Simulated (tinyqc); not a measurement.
Substrate current against gate voltage: lateral field, substrate current, probability of reaching the oxide barrier and hot-carrier lifetime of a silicon transistor (pseudo-two-dimensional and lucky-electron models). Computed by tinyqc, a small Python program. Command: `OMP_NUM_THREADS=1 python tinyqc.py 3005434 3005435 out.jsonl hotcar walk`. One thread of a shared host (Intel(R) Xeon(R) Processor @ 2.30GHz), about 0.01 s of CPU time with the checks.

Local-field models: a lucky carrier gains its energy at the peak field over a path free of collisions. Voltages are magnitudes.

Inputs (values chosen for the exercise, modelled on a silicon n-channel):

| quantity | value | unit |
|---|---|---|
| channel length L | 770 | nm |
| oxide thickness t | 13 | nm |
| junction depth x_j | 150 | nm |
| mobility mu | 360 | cm^2/(V s) |
| saturation velocity v_s | 0.79 | 1e7 cm/s |
| threshold voltage V_T | 0.47 | V |
| drain voltage V_D | 6.3 | V |
| ionisation prefactor A_i | 1.7e+06 | 1/cm |
| ionisation field B_i | 1.69 | MV/cm |
| hot-carrier mean free path lambda | 7.6 | nm |
| oxide barrier phi_b | 3.1 | eV |
| interface-trap threshold phi_it | 3.8 | eV |
| lifetime constant H | 20 | s microampere/micrometre |
| length of the depleted extension L_n | 87 | nm |

Drain: lightly doped extension.

Constants: eps_0 = 8.8541878128e-12 F/m.

Method:
- C_ox = 3.9 eps_0/t; F_sat = 2 v_s/mu; V_Dsat = V_ov F_sat L/(V_ov + F_sat L), V_ov = V_G - V_T; I_D/W = C_ox v_s (V_ov - V_Dsat).
- Scale length l = 0.22 t^(1/3) x_j^(1/2) (all in cm); F_m = sqrt(((V_D - V_Dsat)/l_e)^2 + F_sat^2), with l_e = l + L_n; length of the velocity-saturated region l_e ln((V_D - V_Dsat)/(l_e F_sat) + F_m/F_sat).
- Substrate current I_sub/I_D = (A_i/B_i)(V_D - V_Dsat) exp(-B_i/F_m); probability of reaching the oxide barrier exp(-phi_b/(e lambda F_m)); lifetime tau = (H/(I_D/W)) exp(phi_it/(e lambda F_m)).

At the given drain voltage:

| V_G (V) | V_Dsat (V) | I_D/W (microampere/micrometre) | F_m (kV/cm) | I_sub/W (microampere/micrometre) | tau (s) |
|---|---|---|---|---|---|
| 0.79 | 0.2923 | 5.81 | 336.65 | 0.2318 | 9.7112e+06 |
| 1.10 | 0.5310 | 20.77 | 323.50 | 0.6492 | 4.9648e+06 |
| 1.60 | 0.8468 | 59.42 | 306.13 | 1.3049 | 4.1730e+06 |
| 2.30 | 1.1871 | 134.90 | 287.43 | 1.9396 | 5.3190e+06 |
| 3.10 | 1.4790 | 241.53 | 271.42 | 2.3147 | 8.2905e+06 |
| 4.00 | 1.7265 | 378.45 | 257.85 | 2.4797 | 1.3943e+07 |
| 5.00 | 1.9355 | 544.44 | 246.42 | 2.5117 | 2.3831e+07 |
| 6.00 | 2.0976 | 720.27 | 237.57 | 2.4778 | 3.8374e+07 |
| 6.90 | 2.2152 | 884.45 | 231.15 | 2.4273 | 5.6062e+07 |

What follows from these numbers?

I_sub peaks at V_G = 5 V, 0.79 V_D: a higher gate voltage brings more carriers but raises V_Dsat and so lowers F_m. The shortest lifetime among the rows lies at V_G = 1.6 V, below that of the largest I_sub, since tau depends more steeply on the field.

Extremes, crossings and ranges named in words are read from the listed rows.
